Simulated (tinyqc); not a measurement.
Starting guesses with plain Roothaan steps: SCF starting guesses in the sto-3g basis, for H4, spin multiplicity 1. Computed by the program tinyqc with PySCF. RHF with one setting changed at a time; a run stops when the energy changes by less than 1e-09 hartree and the error matrix is below 1e-5. Starts: the lowest orbitals of the core Hamiltonian, of the Wolfsberg-Helmholz matrix (K = 1.75), projected atomic densities, random orbitals, and the highest orbitals of the core Hamiltonian (a deliberately bad start).

Geometry (angstrom):
```
atom       x       y       z
H     0.0000  0.0000  0.0000
H     0.0000  0.0000  0.9790
H     0.0000  1.6470  0.0000
H     0.0000  1.6470  0.9790
```

lowest restricted solution found by these runs and by PySCF = -2.089156 hartree

Largest element of the error matrix X^T (FDS - SDF) X:
```
iteration     core  Wolfsberg-Helmholz  atomic densities   random  highest core orbitals
1          2.4e-15             7.8e-16           5.1e-16  2.9e-01                8.8e-16
2          9.0e-16             5.1e-16           7.6e-16  2.7e-01                2.0e-15
3                -                   -           5.3e-16  3.0e-02                8.9e-15
4                -                   -                 -  3.9e-03                2.6e-15
5                -                   -                 -  9.6e-04                      -
6                -                   -                 -  2.9e-04                      -
8                -                   -                 -  2.5e-05                      -
10               -                   -                 -  2.1e-06                      -
```

How each run ends:
```
run                    iterations  E (hartree)         state
core                            2    -2.089156  lowest found
Wolfsberg-Helmholz              2    -2.089156  lowest found
atomic densities                3    -2.089156  lowest found
random                         10    -2.089156  lowest found
highest core orbitals           4    -2.089156  lowest found
```

What does the comparison show, and why?

5 of 5 runs reach the lowest restricted solution found, in 2 to 10 iterations (fastest: core, Wolfsberg-Helmholz). The first errors are 2e-15, 8e-16, 5e-16, 3e-01, 9e-16.
